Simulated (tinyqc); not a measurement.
# Worked calculation: strained alloy layer of GaSb and GaAs on (001) InP, model-solid band line-up

Program tinyqc, `OMP_NUM_THREADS=1 python tinyqc.py 2690036 2690037 out.jsonl`; Intel Xeon 2.30GHz, shared host, one thread, about 0.01 s. Printed values are rounded.

The layer is x parts of the first compound and 1 - x of the second, grown coherently on the third as substrate and barrier. Rows of the table: lattice constant a, average valence level Ea on an absolute scale, spin-orbit splitting so, gaps at Gamma, X and L, hydrostatic deformation potentials av and ac (Gamma), shear potential b, elastic constants, electron and heavy-hole (along z) masses. All are interpolated linearly in x; gaps get -C x (1 - x), taken wholly in the conduction band; real line-ups can differ from this model by 0.1 eV or more.

Values chosen for this exercise:
```
symbol  value  unit                                      meaning
x        0.44        fraction of the first compound in the layer
CG       1.43    eV                      bowing of the Gamma gap
CX        1.2    eV                          bowing of the X gap
CL        1.2    eV                          bowing of the L gap
Lw          4    nm                              layer thickness
```

Constants: q = 1.602176634e-19 C, hbar = 1.054571817e-34 J s, h = 6.62607015e-34 J s, m0 = 9.1093837015e-31 kg, c = 299792458 m/s, hbar^2/(2 m0) = 0.0380998212 eV nm^2. Results are converted to the units shown.

## Relaxed alloy and strain

Binary compounds, values chosen for the exercise:
```
              close to GaSb  close to GaAs  close to InP
a (angstrom)          6.096          5.653         5.869
Ea (eV)               -6.25          -6.92         -7.04
so (eV)               0.754          0.335         0.109
EG (eV)               0.722           1.41          1.33
EX (eV)                1.04            1.9          2.21
EL (eV)               0.817           1.71          1.92
av (eV)               0.793           1.16          1.26
ac (eV)               -6.89          -7.15         -5.07
b (eV)                -1.98          -1.72         -1.71
c11 (GPa)              87.4            119           102
c12 (GPa)              40.5           53.5          56.7
me (m0)              0.0385          0.067        0.0794
mh (m0)               0.248           0.35         0.531
```

In-plane strain e = (a_substrate - a)/a, e_z = -2 (c12/c11) e, volume change 2 e + e_z.

a = 5.847920 angstrom
Gamma gap = 0.7549280 eV
X gap = 1.225920 eV
L gap = 1.021400 eV
e = 0.3604700 %
e_z = -0.3277624 %
volume change = 0.3931777 %

The relaxed alloy has its lowest gap at Gamma (direct). The layer is under tensile in-plane strain.

## Band edges and offsets

In-plane strain e = (a_substrate - a)/a, e_z = -2 (c12/c11) e, volume change 2 e + e_z. With v = 2 e + e_z and d = 2 b (e_z - e): Eav = Ea + av v; E_hh = Eav + so/3 - d/2; E_lh = Eav - so/6 + d/4 + sqrt(so^2 + so d + 9 d^2/4)/2; E_c = Ea + so/3 + EG + ac v (Gamma). Substrate: E_v = Ea + so/3, E_c = E_v + EG. Well depths: dEc = E_c(substrate) - E_c, dEhh = E_hh - E_v(substrate), dElh likewise; strained Gamma gap E_c - max(E_hh, E_lh); positive values confine carriers in the layer.

d = 0.02524987 eV
E_hh = -6.460779 eV
E_lh = -6.434931 eV
E_c = -5.724814 eV
strained Gamma gap = 0.7101161 eV
dEc = 0.05114774 eV
dEhh = 0.5428877 eV
dElh = 0.5687361 eV

The light-hole band lies on top, by 25.8 meV. At Gamma the line-up is type I, both carriers held in the layer.

## Critical thickness

In-plane strain e = (a_substrate - a)/a. Matthews-Blakeslee for 60-degree dislocations in a single layer: hc = k (ln(hc/bv) + 1), k = bv (1 - nu/4)/(4 pi |e| (1 + nu)), nu = c12/(c11 + c12), bv = a/sqrt(2); the larger root.

nu = 0.3125409
bv = 0.4135104 nm
hc = 34.83905 nm

The layer, Lw = 4 nm, is thinner than hc, so it stays coherent by this criterion.

## Electron to heavy-hole transition of the well

Lowest level of a finite well of width Lw and depth V: kw Lw/2 = arctan(sqrt((mw/mb)(V - E)/E)), kw = sqrt(mw E/C), C = hbar^2/(2 m0), for electrons (dEc) and heavy holes (dEhh), mb from the substrate; transition E_c - E_hh + both levels, without exciton binding; wavelength h c/E.

electron mass in the layer = 0.05446 m0
heavy-hole mass in the layer = 0.3051200 m0
electron level = 37.51155 meV
heavy-hole level = 44.57750 meV
transition energy = 0.8180536 eV
wavelength = 1515.600 nm

The light-hole band lies above the heavy-hole one here, so this need not be the lowest transition.
